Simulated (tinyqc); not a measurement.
Raising the field: Wannier-Stark ladder of a miniband.

One state in each well j = -(Nw - 1)/2 ... (Nw - 1)/2: H_jj = j e F d, H_(j,j+1) = -W/4; 1 kV/cm = 0.01 meV/angstrom. In an infinite chain the levels are j e F d and the state of well 0 has amplitude J_j(x) in size on well j, x = W/(2 e F d).

Values chosen for the exercise (near those of an InGaAs/InAlAs superlattice; the results hold for these values, not for the real material): W = 22 meV (miniband width); d = 116 angstrom (period); Nw = 7 (wells); Fs = (2, 2.8, 3.7, 5.3, 8.2, 14, 30) kV/cm (fields).

Infinite-chain weights beside the middle spacing of the finite stack.

Results:
```
F (kV/cm)  e F d (meV)      x  J_0^2  J_1^2  J_2^2  middle spacing/(e F d)
2.0               2.32  4.741  0.066  0.083  0.019                  1.7309
2.8               3.25  3.387  0.131  0.034  0.222                  1.2952
3.7               4.29  2.563  0.006  0.231  0.207                  1.1108
5.3               6.15  1.789  0.120  0.338  0.092                  1.0230
8.2               9.51  1.156  0.480  0.237  0.022                  1.0024
14               16.24  0.677  0.790  0.102  0.003                  1.0001
30               34.80  0.316  0.951  0.024  0.000                  1.0000
```

What can be read from this table?

J_0 vanishes at x = 2.405, F = 3.9 kV/cm, where the line at j = 0 disappears; J_0^2 overtakes J_1^2 for good at x = 1.435, F = 6.6 kV/cm, and reaches 0.95 in the last row. The 7 wells reproduce the middle spacing of the even ladder to 1 % from 8.2 kV/cm on, where the swing W/(e F d) = 2x is 2.3 periods. The lines are seen apart only where e F d exceeds their width, usually a few meV.

tinyqc: `OMP_NUM_THREADS=1 python tinyqc.py 1281281 1281282 out.jsonl`; about 0.01 s, one thread, shared Intel(R) Xeon(R) Processor @ 2.30GHz.
